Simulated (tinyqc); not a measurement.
X-ray photoelectron analysis of a thin oxide on a semiconductor: attenuation lengths, thickness, angle series and band offsets: one step, computed by the program tinyqc.

The same element is seen in the oxide and in the substrate, at nearly the same kinetic energy; films are flat and uniform, and the work function is ignored.

Problem. Inelastic mean free paths. TPP-2M: lambda = E/(E_p^2 [b ln(c E) - C/E + D/E^2]) in angstrom, E_p = 28.8 sqrt(N_v rho/M), b = -0.10 + 0.944/sqrt(E_p^2 + E_g^2) + 0.069 rho^0.1, c = 0.191/sqrt(rho), U = N_v rho/M, C = 1.97 - 0.91 U, D = 53.4 - 20.8 U, with E = photon energy less binding energy in eV. Attenuation length L = factor x lambda.

Inputs (values chosen for the exercise, modelled on SiO2 on silicon):
```
quantity                                           value    unit
photon energy                                     1486.6      eV
binding energy of the core level                    99.4      eV
oxide density                                       2.16  g/cm^3
oxide formula mass                                 60.08   g/mol
valence electrons per oxide formula                   16       -
oxide gap                                           8.95      eV
substrate density                                   2.33  g/cm^3
substrate formula mass                             28.09   g/mol
valence electrons per substrate formula                4       -
substrate gap                                       1.12      eV
attenuation length over inelastic mean free path    0.93       -
```

Give: kinetic energy E; the table «Terms» with the columns E_p (eV), b, c, lambda (nm), for layer = oxide, substrate; L in the oxide; L in the substrate.

Solution.

kinetic energy E = 1387.2 eV

Terms:
```
layer      E_p (eV)         b        c  lambda (nm)
oxide        21.843  0.014514  0.12996       3.9093
substrate    16.589  0.031866  0.12513       3.0898
```

L in the oxide = 3.6356 nm

L in the substrate = 2.8735 nm
